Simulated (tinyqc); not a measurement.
What moves the results: Slater-Koster d bands of a bcc metal. A value that a table varies takes the place of the one given here.

Slater-Koster d bands. For a bond with direction cosines (l, m, n) the 5 x 5 block is dds Ps + ddp Pp + ddd (1 - Ps - Pp), the projectors on sigma, pi and delta states about the bond; for instance <xy|xy> = 3 l^2 m^2 dds + (l^2 + m^2 - 4 l^2 m^2) ddp + (n^2 + l^2 m^2) ddd, <xy|yz> = 3 l m^2 n dds + l n (1 - 4 m^2) ddp + l n (m^2 - 1) ddd and <3z2-r2|3z2-r2> = (n^2 - (l^2 + m^2)/2)^2 dds + 3 n^2 (l^2 + m^2) ddp + (3/4)(l^2 + m^2)^2 ddd. H(k) sums the blocks times cos(k.R) over the neighbours; the d level is the zero of energy; k in 2 pi/a.

Neighbours: eight at (a/2)(1,1,1) and equivalents, and six at a(1,0,0) and equivalents with the integrals times f2.

Mesh: k = f1 b1 + f2 b2 + f3 b3 with fractions (j + 1/2)/N, j = 0 to N - 1, and b = (-1,1,1), (1,-1,1), (1,1,-1) for fcc, (0,1,1), (1,0,1), (1,1,0) for bcc, unit vectors for simple cubic. The lowest Nd/10 of all levels are filled with two electrons each; the bond energy is their sum per atom.

Inputs chosen for the exercise (of the size met in Fe; shifted at random, so the results belong to these values and not to a real crystal): dds = -0.701 eV (dd sigma); ddp = 0.47 eV (dd pi); ddd = -0.119 eV (dd delta); f2 = 0.487 (factor on all three integrals for second neighbours); N = 8 (mesh).

## Band filling: full bands against the rectangular model

W = sqrt(12 mu2) with mu2 the mean square level on the mesh; rectangular model: Fermi level W (Nd/10 - 1/2), bond energy -W Nd (10 - Nd)/20. The Fermi level of the mesh is the highest filled level.

Per atom (eV):
```
Nd  EF, bands  bond energy, bands  EF, rectangle  bond energy, rectangle
1      -1.838              -2.103         -1.865                  -2.098
2      -1.505              -3.771         -1.399                  -3.731
3      -1.151              -5.127         -0.933                  -4.896
4      -0.321              -5.993         -0.466                  -5.596
5       0.481              -5.957          0.000                  -5.829
6       0.795              -5.279          0.466                  -5.596
7       1.022              -4.360          0.933                  -4.896
8       1.180              -3.260          1.399                  -3.731
9       1.632              -1.932          1.865                  -2.098
```

W = 4.663 eV
full width on the mesh = 5.366 eV

What can be read from the table?

The bond energy is deepest at Nd = 4 (-5.993 eV); the rectangle has its minimum at 5. The two differ most at Nd = 7, by 0.537 eV or 9 % of the deepest value: the second moment fixes the parabola, and higher moments the rest. At Nd = 3 and 7 the bands give -5.127 and -4.360 eV, a skew towards less than half filling.

## Which lattice a d-band metal prefers

fcc has twelve neighbours, bcc eight and six (the six times f2), simple cubic six. The integrals of bcc and sc are scaled so that all three have the second moment of fcc, which stands for equal repulsion (structural energy difference theorem). s and p electrons are left out.

Bond energy per atom:
```
Nd  fcc (eV)  bcc - fcc (meV)  sc - fcc (meV)
1     -2.528              156               1
2     -4.383              127              67
3     -5.747              -38             300
4     -6.505             -258             424
5     -6.621             -101             342
6     -6.169              212              88
7     -5.221              302            -226
8     -3.862              183            -453
9     -2.097              -83            -430
```

scale factors: bcc 1.1285, sc 1.4142

mu3/mu2^1.5: fcc -0.242, bcc -0.234, sc 0.000

mu4/mu2^2: fcc 1.827, bcc 1.682, sc 2.202

largest change of a difference when N is raised to 14 = 24 meV

How do the results move?

fcc is lowest for Nd = 1, 2 and 6. bcc is lowest for Nd = 3, 4 and 5. sc is lowest for Nd = 7, 8 and 9. bcc gains most on fcc at Nd = 4 (-258 meV). A small fourth moment marks a two-peaked band, which tends to favour fillings near one half; bcc has -8 % against fcc, and at Nd = 5 it lies -101 meV from fcc (differences of a few tens of meV are within the error of the mesh; hcp is left out, and this d-only model can miss the lattice of the real metal). The third moments, from three-membered rings, skew the bands. That simple cubic wins anywhere comes from keeping d bands and equal second moments alone; no transition metal takes it. Differences below about 24 meV are within the error of this mesh, and the s and p electrons left out weigh most where the d band is nearly empty or full.

## What each integral does

Levels at Gamma, E(t2g) = (8/3) dds + (16/9) ddp + (32/9) ddd + f2 (4 ddp + 2 ddd), E(eg) = (16/3) ddp + (8/3) ddd + f2 (3 dds + 3 ddd), and W = sqrt(12 mu2), the width of a rectangular band with the same second moment mu2 = z (dds^2 + 2 ddp^2 + 2 ddd^2)/5, z = 8 + 6 f2^2. Each row changes one parameter from the base and keeps the others.

Results:
```
case              t2g (eV)  eg (eV)  W (eV)
base               -0.6572   0.9913  4.6632
dds = -0.5958 eV   -0.3767   1.1450  4.3197
ddp = 0.3995 eV    -0.9199   0.6153  4.3557
ddd = -0.1011 eV   -0.5762   1.0652  4.6440
f2 = 0.4139        -0.7773   1.1711  4.5643
```

What can be read from the table?

The largest shifts from the base row, up to three for each result and ties (the steps differ in size, so this ranks the rows, not the parameters). t2g (eV): dds +0.2805, ddp -0.2627, f2 -0.1200. eg (eV): ddp -0.3760, f2 +0.1798, dds +0.1537. W (eV): dds -0.3435, ddp -0.3074, f2 -0.0988. The ratio of the shifts of t2g and eg names the integral: it is the ratio of the coefficients in the two formulas.

Computed by tinyqc, a small Python program: `OMP_NUM_THREADS=1 python tinyqc.py 1480676 1480677 out.jsonl` (the numbers bound the seed that draws the inputs); one thread of a shared host (Intel(R) Xeon(R) Processor @ 2.30GHz), about 0.05 s for the whole set of steps.
